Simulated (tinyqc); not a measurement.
The product rho l across metals: free and nearly free electrons in a metal.

Constants: hbar^2/2m0 = 3.80998211 eV angstrom^2; hbar = 6.58211957e-16 eV s.

Free electrons with m = 1; fcc cells hold 4 atoms and bcc cells 2; n = atoms z/a^3, kF = (3 pi^2 n)^(1/3), rho l = hbar kF/(n e^2), e = 1.602176634e-19 C. Inputs are chosen for the exercise.

Cases:
```
case     lattice  a (angstrom)  z  rho (micro-ohm cm)
near Al      fcc         4.087  3                2.53
near Ca      fcc         5.594  2                3.52
near K       bcc         5.299  1                7.18
near Ag      fcc         4.092  1                1.53
near Li      bcc         3.482  1                9.67
near Au      fcc         4.056  1                2.13
```

Rank the cases by rho l (1e-16 ohm m^2), lowest first.

Answer: near Al, near Au, near Ag, near Li, near Ca, near K.

Results:
```
case     lattice  a (angstrom)  z  rho (micro-ohm cm)  kF (1/angstrom)  EF (eV)  l (nm)  rho l (1e-16 ohm m^2)
near Al      fcc         4.087  3                2.53            1.733    11.44    16.0                   4.05
near Ca      fcc         5.594  2                3.52            1.106     4.66    28.2                   9.94
near K       bcc         5.299  1                7.18            0.736     2.06    31.3                  22.48
near Ag      fcc         4.092  1                1.53            1.200     5.49    55.2                   8.45
near Li      bcc         3.482  1                9.67            1.119     4.77    10.0                   9.71
near Au      fcc         4.056  1                2.13            1.211     5.59    39.0                   8.30
```

rho l falls as n^(-2/3): it is lowest for the case near Al and highest for near K. The lowest bulk rho belongs to near Ag; in very narrow wires, where rho l rules, the order changes. Real Fermi surfaces depart from spheres, most for the polyvalent and noble metals.

tinyqc: `OMP_NUM_THREADS=1 python tinyqc.py 1650713 1650714 out.jsonl`; about 0.01 s, one thread, shared Intel(R) Xeon(R) Processor @ 2.30GHz.
